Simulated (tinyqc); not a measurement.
## Site energy and hopping from one surface Green function

Problem. A semi-infinite chain with site energy e0 and hopping -t has g_s = 1/(E - e0 - t^2 g_s). Inside the band |g_s| = 1/t and Re g_s = (E - e0)/(2 t^2). Find t and e0.

g_s at E = -0.16 eV = 0.30500000-0.95235235i 1/eV

Answer. t = 1/|g_s|, and e0 = E - 2 t^2 Re g_s.

t = 1.000 eV
e0 = -0.7700 eV

Computed by the program tinyqc: `OMP_NUM_THREADS=1 python tinyqc.py 2680002 2680003 out.jsonl`, one thread of a shared Intel Xeon 2.30GHz, about 0.06 s for the whole run.
